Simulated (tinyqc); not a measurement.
Thickness series: competing polymorphs of an oxide film: bulk, surface, grain-boundary, dopant and field terms. Computed by tinyqc, a small Python program. Command: `OMP_NUM_THREADS=1 python tinyqc.py 3008505 3008506 out.jsonl polymorph walk`. One thread of a shared host (Intel(R) Xeon(R) Processor @ 2.30GHz), about 0.01 s of CPU time with the checks.

Phases: monoclinic m (reference), polar orthorhombic o, tetragonal t. Free energies per formula unit (f.u.); 1 J/m^2 x angstrom^3/nm = 6.241509 meV.

Inputs (values chosen for the exercise, for a model oxide):

| quantity | value | unit |
|---|---|---|
| energy of the polar phase o over m | 53.8 | meV/f.u. |
| energy of the tetragonal phase t over m | 151 | meV/f.u. |
| entropy of o over m | 0.007 | meV/(f.u. K) |
| entropy of t over m | 0.049 | meV/(f.u. K) |
| surface energy of m | 2.7 | J/m^2 |
| surface energy of o | 2.18 | J/m^2 |
| surface energy of t | 2.1 | J/m^2 |
| grain-boundary energy over surface energy | 0.42 | - |
| volume per formula unit Omega | 34.5 | angstrom^3 |
| grain radius R | 17 | nm |
| temperature T | 1100 | K |
| dopant content x | 3.2 | % |
| shift of o per % of dopant | -6.8 | meV/f.u. |
| shift of t per % of dopant | -18 | meV/f.u. |
| width sigma of ln R | 0.39 | - |
| interlayer thickness (SiO2) | 0.99 | nm |

Geometry: columnar grains in a film.

permittivities of m, o, t: 22  30  43

Method:
- Bulk term b = H - T S + (shift) x, zero for m. The undoped bulk turns from m to t at T = H_t/S_t.
- With G = b + gamma Omega A (b the bulk free energy per formula unit, A the area per volume), two phases i, j cross at A_ij = (b_j - b_i)/(Omega (gamma_i - gamma_j)); o has a window only if A_mo < A_ot.
- Area per volume: A = 2/h + f_b/R (two free faces; the side wall 2/R is shared by two grains and carries f_b gamma); G = b + gamma Omega A.
- Grain radii are log-normal by volume with median R and width sigma; the share with A above A* is that with radius below R*, R* = f_b/(A* - 2/h) (all grains if A* <= 2/h), share = (1/2) erfc[-ln(R*/R)/(sqrt 2 sigma)]. Effective permittivity of a layer of thickness h built of such grains, taken in parallel: sum of share x eps; EOT = interlayer + 3.9 h/eps.
- The median radius is held at R.

b (meV/f.u.): m 0.00, o 24.34, t 39.50

A_mo = 0.217374 1/nm

A_ot = 0.880036 1/nm

A_mt = 0.305729 1/nm

Against thickness:

| h (nm) | A at R (1/nm) | share m | share o | share t | eps | EOT (nm) |
|---|---|---|---|---|---|---|
| 3 | 0.69137 | 0.00000 | 1.0000 | 1.6180e-08 | 30.000 | 1.3800 |
| 4 | 0.52471 | 0.00000 | 1.0000 | 0 | 30.000 | 1.5100 |
| 6 | 0.35804 | 0.00000 | 1.0000 | 0 | 30.000 | 1.7700 |
| 8 | 0.27471 | 0.00000 | 1.0000 | 0 | 30.000 | 2.0300 |
| 11 | 0.20652 | 0.82473 | 0.1753 | 0 | 23.402 | 2.8232 |
| 15 | 0.15804 | 0.99915 | 0.0008 | 0 | 22.007 | 3.6483 |
| 22 | 0.11561 | 0.99999 | 0.0000 | 0 | 22.000 | 4.8900 |
| 35 | 0.08185 | 1.00000 | 0.0000 | 0 | 22.000 | 7.1945 |

What does the comparison show, and why?

From 3 to 35 nm the share of t stays at 0.00 and that of m from 0.00 to 1.00; the largest share of o is 1.00. A at the median radius runs from 0.691 down to 0.082 1/nm, against the crossings A_mo = 0.217, A_ot = 0.880 and A_mt = 0.306; the majority phase is o in the thinnest film and m in the thickest.

Extremes, crossings and ranges named in words are read from the listed rows.
